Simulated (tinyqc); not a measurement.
# Resistance of a tapered via with liner, size effect and interface: several studies

A round via whose diameter grows from db at the bottom as D(z) = db + 2 z/tan(ang). The fill, of diameter D - 2 tl, starts above the bottom liner (thickness fb tl) and has rho = rho0 (1 + ks lam/(D - 2 tl)); the sidewall liner conducts in parallel with it. The bottom liner and the interface are crossed over the full area pi db^2/4. Spreading in the lines above and below is left out.

Parameters, values chosen for the exercise; fill metal close to tungsten: diameter at the bottom db = 12 nm; height hv = 35 nm; sidewall angle ang = 88 degrees; bulk resistivity of the fill rho0 = 5.32 uohm cm; mean free path of the fill lam = 15.9 nm; size-effect factor ks = 1.3; liner on the sidewall tl = 2.4 nm; liner at the bottom over that on the sidewall fb = 0.5; resistivity of the liner rl = 490 uohm cm; interface resistivity at the bottom ri = 3.1e-12 ohm cm^2; ballistic conductance per area, about 3/(4 rho0 lam) Sb = 9.1e14 S/m^2; bulk resistivity of the second fill (close to molybdenum) rho2 = 5.2 uohm cm; its mean free path lam2 = 11.1 nm; its liner tl2 = 0.5 nm.

Each table varies one quantity; the others keep the values above.

## Via resistance against the diameter at the bottom

Slices between z0 = fb tl and hv, evaluated at their midpoints: conductance per length pi/4 [(D - 2 tl)^2/rho + (D^2 - (D - 2 tl)^2)/rl], slice resistance = slice height over that. 2000 slices. R_fill = sum of the slices; R_bottom = rl fb tl/(pi db^2/4); R_interface = ri/(pi db^2/4); ballistic (Sharvin) limit 1/(Sb pi (db - 2 tl)^2/4); ideal cylinder rho0 hv/(pi db^2/4).

Results:
```
db (nm)	R_fill (ohm)	R_bottom (ohm)	R_interface (ohm)	R (ohm)	ballistic limit (ohm)	R over ideal cylinder	largest part
8.3	498.7	108.7	5.729	613.1	114.2	17.82	fill
11	150.6	61.87	3.262	215.8	36.40	11.01	fill
16	38.71	29.24	1.542	69.49	11.15	7.504	fill
22	14.13	15.47	0.8155	30.41	4.729	6.209	bottom liner
30	5.795	8.318	0.4386	14.55	2.203	5.524	bottom liner
42	2.372	4.244	0.2238	6.839	1.011	5.089	bottom liner
80	0.4967	1.170	0.06167	1.728	0.2474	4.665	bottom liner
```

Estimate the missing row, db = 58 nm.

Computed row:
```
db (nm)	R_fill (ohm)	R_bottom (ohm)	R_interface (ohm)	R (ohm)	ballistic limit (ohm)	R over ideal cylinder	largest part
58	1.062	2.226	0.1173	3.405	0.4944	4.832	bottom liner
```

With this row back in the table: R falls from 613 to 1.73 ohm. The fill is the largest part at db = 8.3, the bottom liner from 22 on. R goes as db^(-3.71) between the first two rows and db^(-2.11) between the last two; area alone gives -2.

## Via resistance against the interface resistivity at the bottom

Same model as above.

2000 slices.

The same in every row: R_fill (ohm) = 107.6; R_bottom (ohm) = 51.99; ballistic limit (ohm) = 26.99.

Via resistance against the interface resistivity at the bottom:
```
ri (ohm cm^2)	R_interface (ohm)	R (ohm)	R over ideal cylinder	largest part
2e-13	0.1768	159.8	9.704	fill
5e-13	0.4421	160.0	9.720	fill
1e-12	0.8842	160.5	9.747	fill
2e-12	1.768	161.3	9.800	fill
6e-12	5.305	164.9	10.02	fill
1e-11	8.842	168.4	10.23	fill
3e-11	26.53	186.1	11.30	fill
```

What does the table show?

R rises from 160 to 186 ohm. The fill is the largest part at ri = 2e-13 and in all other rows. The share of the two bottom terms goes from 32.7 to 42.2 %.

## Two fill metals against the diameter

2000 slices. R_fill = sum of the slices; R_bottom = rl fb tl/(pi db^2/4); R_interface = ri/(pi db^2/4). The second fill has rho2, lam2 and tl2 in place of rho0, lam and tl.

Results:
```
db (nm)	R, first fill (ohm)	R, second fill (ohm)	ratio second/first
8.5	556.8	109.1	0.1960
12	162.3	47.48	0.2925
17	58.94	21.07	0.3575
24	24.60	9.658	0.3926
35	10.25	4.210	0.4107
49	4.890	2.042	0.4176
100	1.087	0.4574	0.4210
```

Estimate the missing row, db = 70 nm.

Computed row:
```
db (nm)	R, first fill (ohm)	R, second fill (ohm)	ratio second/first
70	2.287	0.9611	0.4203
```

With this row back in the table: The ratio goes from 0.196 to 0.421. The second fill gives the lower R in every row.

tinyqc, about 0.01 s, one thread, Intel Xeon 2.30GHz (shared host): `OMP_NUM_THREADS=1 python tinyqc.py 2750161 2750162 out.jsonl`
